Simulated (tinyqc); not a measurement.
Worked calculation: RKS/PBE0 in the sto-3g basis, for H4, spin multiplicity 1. One step of it, computed by the program tinyqc.

Problem. Iteration 1: diagonalisation and new density. Diagonalise F' = X^T F X, C = X C', fill 2 alpha and 2 beta electrons from the bottom; D = 2 C_occ C_occ^T. Each column has its largest component positive (the first on a tie).

Kohn-Sham matrix F (hartree):
```
           1H 1s      2H 1s      3H 1s      4H 1s
1H 1s  -0.191923  -0.278369  -0.009202   0.000804
2H 1s  -0.278369  -0.141053  -0.048896  -0.009187
3H 1s  -0.009202  -0.048896  -0.140849  -0.278066
4H 1s   0.000804  -0.009187  -0.278066  -0.191885
```

X:
```
           1H 1s      2H 1s      3H 1s      4H 1s
1H 1s   1.078262  -0.241057   0.011699  -0.003070
2H 1s  -0.241057   1.081524  -0.050332   0.011688
3H 1s   0.011699  -0.050332   1.081295  -0.240671
4H 1s  -0.003070   0.011688  -0.240671   1.078034
```

Give: F' = X^T F X; orbital energies; coefficients C; D after iteration 1.

Solution.

F' = X^T F X (hartree):
```
         1        2        3        4
1  -0.0866  -0.2548   0.0128  -0.0025
2  -0.2548  -0.0262  -0.0498   0.0128
3   0.0128  -0.0498  -0.0263  -0.2544
4  -0.0025   0.0128  -0.2544  -0.0868
```

orbital energies (hartree): MO1 -0.3245, MO2 -0.3031, MO3 0.1592, MO4 0.2425

coefficients C:
```
          MO1      MO2      MO3      MO4
1H 1s  0.4336  -0.4767   0.6447  -0.6245
2H 1s  0.3938  -0.3672  -0.6335   0.7343
3H 1s  0.3908   0.3702  -0.6376  -0.7304
4H 1s  0.4300   0.4803   0.6479   0.6203
```

D after iteration 1:
```
         1H 1s    2H 1s    3H 1s    4H 1s
1H 1s   0.8304   0.6916  -0.0140  -0.0850
2H 1s   0.6916   0.5798   0.0360  -0.0140
3H 1s  -0.0140   0.0360   0.5796   0.6918
4H 1s  -0.0850  -0.0140   0.6918   0.8312
```
